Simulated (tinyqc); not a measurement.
Inside a calculation (part 2 of 2). Method: RHF in the sto-6g basis, for H6, spin multiplicity 1. Computed by tinyqc, a small Python program that keeps every step (integrals from PySCF). Command: `OMP_NUM_THREADS=1 python tinyqc.py 21463 21464 out.jsonl` (the two numbers bound the seeds that draw the settings). One thread of a shared host (Intel(R) Xeon(R) Processor @ 2.60GHz), about 0.1 s of CPU time with the checks.

Geometry (angstrom):
```
atom        x        y        z
H     0.00000  0.00000  0.00000
H     0.00000  0.00000  1.00000
H     0.00000  0.00000  2.81800
H     0.00000  0.00000  3.81900
H     0.00000  0.00000  5.63700
H     0.00000  0.00000  6.63700
```

## Convergence

Stop when the energy changes by less than 1e-08 hartree and every element of the error matrix X^T (F D S - S D F) X is below 3e-05.

Course of the cycle:
```
iteration  E (hartree)     change  largest element of the error matrix
1           -3.0601350          -                             3.37e-01
2           -3.2147850  -1.55e-01                             2.15e-02
3           -3.2152721  -4.87e-04                             3.37e-03
4           -3.2152915  -1.94e-05                             1.09e-04
5           -3.2152915  -1.57e-08                             2.66e-06
6           -3.2152915  -6.30e-12                             1.35e-07
```

PySCF RHF in the same basis = -3.2152915 hartree

Converged in 6 iterations.

## Populations, bond orders and dipole

D after iteration 6, lower triangle:
```
          1H 1s     2H 1s     3H 1s     4H 1s    5H 1s    6H 1s
1H 1s   0.66901
2H 1s   0.66654   0.67015
3H 1s  -0.05036   0.01331   0.67136
4H 1s  -0.11271  -0.05027   0.66536   0.67136
5H 1s   0.00585  -0.00363  -0.05027   0.01331  0.67015
6H 1s   0.02115   0.00585  -0.11271  -0.05036  0.66654  0.66901
```

overlap S, lower triangle:
```
         1H 1s    2H 1s    3H 1s    4H 1s    5H 1s    6H 1s
1H 1s  1.00000
2H 1s  0.49673  1.00000
3H 1s  0.03003  0.15971  1.00000
4H 1s  0.00465  0.02998  0.49615  1.00000
5H 1s  0.00009  0.00087  0.02998  0.15971  1.00000
6H 1s  0.00001  0.00009  0.00465  0.03003  0.49673  1.00000
```

Mulliken: Z minus the diagonal of D S on the atom; Loewdin: the same with S^(1/2) D S^(1/2); Mayer order: 2 sum_s sum (D(s) S)_ij (D(s) S)_ji over the two atoms.

Charges (e):
```
atom  Mulliken   Loewdin
1H     0.00193   0.00017
2H    -0.00187  -0.00011
3H    -0.00006  -0.00006
4H    -0.00006  -0.00006
5H    -0.00187  -0.00011
6H     0.00193   0.00017
```

Mayer bond orders:
```
pair      order
2-1     0.98705
3-1    -0.00042
3-2     0.01331
4-1     0.01295
4-2    -0.00042
4-3     0.97458
5-1   -6.70e-06
5-2     0.00006
5-3    -0.00042
5-4     0.01331
6-1     0.00042
6-2   -6.70e-06
6-3     0.01295
6-4    -0.00042
6-5     0.98705
```

dipole moment about the origin, x y z (debye): 0.00000  0.00000  0.00000
